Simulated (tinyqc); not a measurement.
Solubility, supersaturation, precipitation and gettering of an impurity in a silicon-like host: one step, computed by the program tinyqc. Command: `OMP_NUM_THREADS=1 python tinyqc.py 3010874 3010875 out.jsonl ripen walk`. One thread of a shared host (Intel(R) Xeon(R) Processor @ 2.30GHz), about 0.01 s of CPU time with the checks.

The wafer was saturated at T1 and is then held at T.

Question. Growing precipitates. Growing sinks: with y = r/r_f and y0 = r0/r_f, dy/dt = (1 - y^3)/(3 tau_f y), which integrates to t/tau_f = F(y) - F(y0), F(y) = (1/2) ln[(1 + y + y^2)/(1 - y)^2] - sqrt(3) arctan[(2y + 1)/sqrt(3)]; the share of the excess left is (1 - y^3)/(1 - y0^3), and C(t) = C_eq + (C0 - C_eq) x share.

Inputs (values chosen for the exercise, modelled on gold in silicon):

| quantity | value | unit |
|---|---|---|
| temperature of saturation T1 | 1450 | K |
| anneal temperature T | 1058 | K |
| initial sink radius r0 | 2.2 | nm |
| anneal time t | 5100 | s |

final radius r_f = 169.4356 nm

tau_f = 16857.19 s

C_eq(T) = 3.529641e+14 1/cm^3

C0 = 1.079340e+17 1/cm^3

Give: radius at t; share of the excess left; C(t) with growing sinks.

Answer.

radius at t = 74.779 nm

share of the excess left = 0.91404

C(t) with growing sinks = 9.8686e+16 1/cm^3

8.6 % of the excess has precipitated.
